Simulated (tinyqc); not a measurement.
The three schemes as the step is halved: finite-difference solution of the diffusion equation on a small grid. Computed by tinyqc, a small Python program. Command: `OMP_NUM_THREADS=1 python tinyqc.py 3016188 3016189 out.jsonl fdiff walk`. One thread of a shared host (Intel(R) Xeon(R) Processor @ 2.30GHz), about 0.01 s of CPU time with the checks.

dC/dt = D d2C/dx2 on nodes x_j = j dx, j = 0..8; the far end is sealed.

Inputs (values chosen for the exercise):

| quantity | value | unit |
|---|---|---|
| diffusivity D | 0.12 | nm^2/s |
| grid spacing dx | 5 | nm |
| time step dt | 72 | s |
| final time t_f | 720 | s |

Boundary at x = 0: sealed surface. Scheme: explicit.

start values C_j, j = 0, 1, ... (% of a reference): 32.8  71.1  100  71.7  35.7  4.19  0  0  0

Method:
- The operator M acts as (M C)_j = C_(j-1) - 2 C_j + C_(j+1); at the sealed far end a mirror node gives 2 C_(N-2) - 2 C_(N-1); at j = 0, a mirror node gives 2 C_1 - 2 C_0.
- r = D dt/dx^2.
- The mode of M with eigenvalue mu has its amplitude multiplied per step by g = (1 + (1 - theta) r mu)/(1 - theta r mu), with theta = 0 explicit, 1 implicit, 1/2 Crank-Nicolson; the explicit scheme is stable for r up to 2/|mu_min|.
- With r = D dt/dx^2: (1 - theta r M) C(new) = (1 + (1 - theta) r M) C(old); theta = 0 explicit, 1 implicit, 1/2 Crank-Nicolson.
- Each run reaches t_f in n equal steps; errors are the largest difference from exp(M D t_f/dx^2) C(0). A dash marks unstable explicit runs.

largest stable r of the explicit scheme = 0.5

Largest error at t_f (%):

| steps n | r | explicit | implicit | Crank-Nicolson |
|---|---|---|---|---|
| 4 | 0.8640 | - | 1.4779 | 1.4893e-01 |
| 8 | 0.4320 | 0.60730 | 0.6838 | 3.9465e-02 |
| 16 | 0.2160 | 0.30312 | 0.3304 | 1.0042e-02 |
| 32 | 0.1080 | 0.15586 | 0.1627 | 2.5214e-03 |
| 64 | 0.0540 | 0.07889 | 0.0806 | 6.3103e-04 |
| 128 | 0.0270 | 0.03967 | 0.0401 | 1.5780e-04 |
| 256 | 0.0135 | 0.01989 | 0.0200 | 3.9453e-05 |

What follows from these numbers?

From the last two rows, halving the step divides the error by 1.99 (explicit), 2.01 (implicit), 4.00 (Crank-Nicolson): a factor 2 marks first order in dt and 4 second order. The explicit scheme needs n of at least 7 to be stable; the other two are stable at any step.

Extremes, crossings and ranges named in words are read from the listed rows.
